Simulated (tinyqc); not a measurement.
How the errors depend on the field: Haynes-Shockley experiment: drift, diffusion and decay of a minority-carrier pulse. Computed by tinyqc, a small Python program. Command: `OMP_NUM_THREADS=1 python tinyqc.py 3111593 3111594 out.jsonl haynes walk`. One thread of a shared host (Intel(R) Xeon(R) Processor @ 2.30GHz), about 0.01 s of CPU time with the checks.

A thin sheet of excess carriers is made at x = 0, t = 0 in a long uniform bar; injection is low, so the pulse moves with the minority mobility.

Inputs (values chosen for the exercise, modelled on holes in n-type germanium in a lightly doped bar):
```
quantity                       value         unit
minority mobility mu            1840   cm^2/(V s)
lifetime tau                      81  microsecond
temperature T                    300            K
field F                          5.8         V/cm
distance d to the collector     0.55           cm
injected sheet density N0    2.6e+09       1/cm^2
```

Constants: k_B = 8.617333262e-05 eV/K.

Method:
- D = mu k_B T/e, v = mu F.
- Transit time d/v, diffusion length sqrt(D tau), drift length v tau, Peclet number v d/D = e F d/(k_B T).
- dn(x, t) = N0/sqrt(4 pi D t) exp(-(x - v t)^2/(4 D t) - t/tau).
- At fixed x the signal peaks where d ln(dn)/dt = 0: a t^2 + t/2 - x^2/(4 D) = 0 with a = v^2/(4 D) + 1/tau.
- The full width at half maximum is found by solving dn(x, t) = peak/2 on both sides of the peak.
- With w that width: mu = d/(F t_p); D = (w d)^2/(16 ln2 t_p^3). The field is scaled by the factors listed.

D = 47.5677 cm^2/s

Errors of the simple reading:
```
factor  F (V/cm)   v d/D  v^2 tau/(4 D)  error of mu (%)  error of D (%)
0.5         2.90   61.70           12.1           5.6767          2.6771
0.7         4.06   86.38           23.8           3.2472          1.9411
1.0         5.80  123.39           48.5           1.8396          1.3686
1.5         8.70  185.09          109.1           0.9990          0.9153
2.5        14.50  308.49          303.0           0.4896          0.5496
4.0        23.20  493.58          775.8           0.2672          0.3435
7.0        40.60  863.76         2375.8           0.1369          0.1962
```

The error of mu falls from 5.68 to 0.137 %. For large v d/D it is about D/(v d) + 2 D/(v^2 tau), here 0.137 % in the last row: one part from spreading, one from recombination.

Extremes, crossings and ranges named in words are read from the listed rows.
